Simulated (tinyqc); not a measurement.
# Rigid-ion and shell models of the dielectric response of an ionic crystal, step by step

A worked calculation. Computed by tinyqc, a small Python program that keeps every step. Command: `OMP_NUM_THREADS=1 python tinyqc.py 3021114 3021115 out.jsonl shell walk`. One thread of a shared host (Intel(R) Xeon(R) Processor @ 2.30GHz), about 0.01 s of CPU time with the checks. Intermediate numbers are printed to about 5 digits and carried at full precision; extremes and crossings named in words are read from the listed rows.

Charges +Z and -Z; 6 nearest neighbours, Madelung constant M = 1.747565, volume per ion pair Omega = 2.000000 d^3. Energy per pair U = -M Z^2 e2/d + 6 A exp(-d/rho), e2 = e^2/(4 pi eps_0). In the shell model the anion is a core of charge Y - Z and a massless shell of charge -Y, joined by the spring k; the repulsion acts on the shell. Each ion feels the Lorentz field E + (4 pi/3) P (Gaussian units).

Inputs (values chosen for the exercise, for a model crystal): nearest-neighbour distance d = 2.33 angstrom; ionic charge Z = 1.67 e; hardness d/rho = 8.72; cation mass = 95.6 u; anion mass = 14.007 u; shell charge size Y = 1.97 e; core-shell spring k = 65.9 eV/angstrom^2; cation polarisability alpha_+ = 0.49 angstrom^3; film thickness t = 1.8 nm.

Structure: rock salt.

Constants: e^2/(4 pi eps_0) = 14.39964548 eV angstrom; 1 eV/angstrom^3 = 160.2176634 GPa; nu for 1 eV/(angstrom^2 u) = 15.6333042 THz; 1 THz = 33.35640952 1/cm; eps_0 = 8.8541878128e-12 F/m; h x 1 THz = 4.135667696 meV.

## Equilibrium, bulk modulus and repulsive spring

Zero pressure fixes 6 A exp(-d/rho) = M Z^2 e2 rho/d^2. Then U = -(M Z^2 e2/d)(1 - rho/d), B = M Z^2 e2 (d/rho - 2)/(9 Omega d), and the spring of one sublattice against the other is R = (1/3) x (Laplacian of the repulsion summed over neighbours) = M Z^2 e2 (d/rho - 2)/(3 d^3), so R = 3 B Omega/d^2.

volume Omega = 25.299 angstrom^3

lattice energy U = -26.666 eV/pair

bulk modulus B = 142.43 GPa

repulsive spring R = 12.428 eV/angstrom^2

## Rigid ions

With C = 4 pi Z^2 e2/(3 Omega): mu lambda_TO = R - C, mu lambda_LO = R + 2 C; eps_inf = 1 and eps_s = lambda_LO/lambda_TO. lambda in eV/(angstrom^2 u) gives the wavenumber 15.6333042 x 33.35640952 x sqrt(lambda); mu is the reduced mass.

Coulomb spring C = 6.6493 eV/angstrom^2

omega_TO, rigid ions = 358.64 1/cm

omega_LO, rigid ions = 756.73 1/cm

eps_s, rigid ions = 4.4520

## Shell model: electronic response

Eliminating the shell gives the anion polarisability alpha_- = Y^2 e2/(k + R), the Szigeti charge Z_S = Z - Y R/(k + R) and the softened spring R' = k R/(k + R). With b = 4 pi (alpha_+ + alpha_-)/(3 Omega): eps_inf = (1 + 2b)/(1 - b) (Clausius-Mossotti); Born charge Z* = Z_S (eps_inf + 2)/3.

anion polarisability alpha_- = 0.71346 angstrom^3

Szigeti charge Z_S = 1.3574 e

softened spring R' = 10.456 eV/angstrom^2

b = 0.19926

eps_inf = 1.7465

Born charge Z* = 1.6952 e

Overlap pushes the shell back and lowers the effective charge to 81 % of Z; the local field then raises the Born charge to 102 % of Z.

## Shell model: lattice response

mu lambda_TO = R' - (4 pi e2/(3 Omega)) Z_S^2/(1 - b); mu lambda_LO = mu lambda_TO + 4 pi e2 Z*^2/(eps_inf Omega); eps_s = eps_inf lambda_LO/lambda_TO.

mu lambda_TO = 4.9697 eV/angstrom^2

omega_TO = 332.59 1/cm

omega_LO = 610.39 1/cm

eps_s = 5.8826

share of R' left after the dipole term = 0.47529

The dipole field cancels 52 % of the short-range spring.

## As a gate dielectric

Capacitance per area eps_0 eps_s/t; equivalent oxide thickness EOT = t x 3.9/eps_s; the surface optical mode against silicon (eps = 11.7) lies at omega_TO sqrt[(eps_s + 11.7)/(eps_inf + 11.7)], and its squared coupling to channel electrons scales as g = hbar omega_SO [1/(11.7 + eps_inf) - 1/(11.7 + eps_s)], with hbar omega = h c x wavenumber.

capacitance per area = 28.937 fF/micrometre^2

equivalent oxide thickness = 1.1933 nm

surface optical mode = 380.32 1/cm

remote-phonon coupling g = 0.82492 meV

## From rigid to soft shells

The formulas are those given above.

Response against the core-shell spring:
```
k (eV/angstrom^2)  eps_inf     Z_S      Z*  omega_TO (1/cm)  omega_LO (1/cm)   eps_s
53                  1.8588  1.2958  1.6667           330.86           589.41  5.8991
66                  1.7458  1.3578  1.6954           332.60           610.53  5.8825
86                  1.6370  1.4213  1.7230           334.28           632.83  5.8669
120                 1.5336  1.4851  1.7493           335.86           656.10  5.8523
170                 1.4556  1.5358  1.7690           337.05           675.19  5.8415
260                 1.3902  1.5801  1.7857           338.04           692.41  5.8326
530                 1.3266  1.6249  1.8018           339.00           710.29  5.8240
2000                1.2813  1.6578  1.8133           339.69           723.83  5.8179
```

From the stiffest to the softest shell eps_inf rises from 1.28 to 1.86 and Z_S falls from 1.66 to 1.30; omega_LO moves by -19 % and omega_TO by -2.6 %. Screening by eps_inf cuts the LO frequency, which rigid ions overstate (rigid ions: 757 per cm); eps_s goes from 5.82 to 5.90.

Checks made by the program: TO spring by direct elimination of the shell from the 2 x 2 energy matrix (relative difference 1e-10); Szigeti's relation mu lambda_TO (eps_s + 2)/(eps_inf + 2) = R' (relative difference below 1e-10).
